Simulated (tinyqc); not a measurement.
Worked calculation: Hueckel theory of the pi electrons, for the molecule C1=CC=CC=CC=C1 (SMILES; centres numbered as the heavy atoms are written). One step of it, computed by the program tinyqc.

Task: Energy, charges, bond orders. E = sum n x; q_r = z_r - P_rr; bond order p = P_rs; free valence = sqrt(3) - sum of p over the bonds of the atom.

x values: 2.000000  1.414214  1.414214  0.000000  0.000000  -1.414214  -1.414214  -2.000000

occupations: 2.000000  2.000000  2.000000  1.000000  1.000000  0.000000  0.000000  0.000000

charge and bond-order matrix P:
```
           1C         2C         3C         4C         5C         6C         7C         8C
1C   1.000000   0.603553   0.000000  -0.103553   0.000000  -0.103553   0.000000   0.603553
2C   0.603553   1.000000   0.603553   0.000000  -0.103553   0.000000  -0.103553   0.000000
3C   0.000000   0.603553   1.000000   0.603553   0.000000  -0.103553   0.000000  -0.103553
4C  -0.103553   0.000000   0.603553   1.000000   0.603553   0.000000  -0.103553   0.000000
5C   0.000000  -0.103553   0.000000   0.603553   1.000000   0.603553   0.000000  -0.103553
6C  -0.103553   0.000000  -0.103553   0.000000   0.603553   1.000000   0.603553   0.000000
7C   0.000000  -0.103553   0.000000  -0.103553   0.000000   0.603553   1.000000   0.603553
8C   0.603553   0.000000  -0.103553   0.000000  -0.103553   0.000000   0.603553   1.000000
```

Centres:
```
centre  z_r, pi electrons of the neutral centre         h
1C                                            1  0.000000
2C                                            1  0.000000
3C                                            1  0.000000
4C                                            1  0.000000
5C                                            1  0.000000
6C                                            1  0.000000
7C                                            1  0.000000
8C                                            1  0.000000
```

Bonds:
```
i  j  k
1  2  1
2  3  1
3  4  1
4  5  1
5  6  1
6  7  1
7  8  1
8  1  1
```

Give: pi energy = 8 alpha + this times beta; pi charges; Bond orders and lengths from R = 1.517 - 0.180 p; free valence of the carbons; gap between the highest filled and the next level.

Result:

pi energy = 8 alpha + this times beta = 9.657

pi charges: 1C 0.000, 2C 0.000, 3C 0.000, 4C 0.000, 5C 0.000, 6C 0.000, 7C 0.000, 8C 0.000

Bond orders and lengths from R = 1.517 - 0.180 p (angstrom, C-C alone):
```
bond      p      R
1-2   0.604  1.408
2-3   0.604  1.408
3-4   0.604  1.408
4-5   0.604  1.408
5-6   0.604  1.408
6-7   0.604  1.408
7-8   0.604  1.408
8-1   0.604  1.408
```

free valence of the carbons: 1C 0.525, 2C 0.525, 3C 0.525, 4C 0.525, 5C 0.525, 6C 0.525, 7C 0.525, 8C 0.525

gap between the highest filled and the next level = 1.414 |beta|
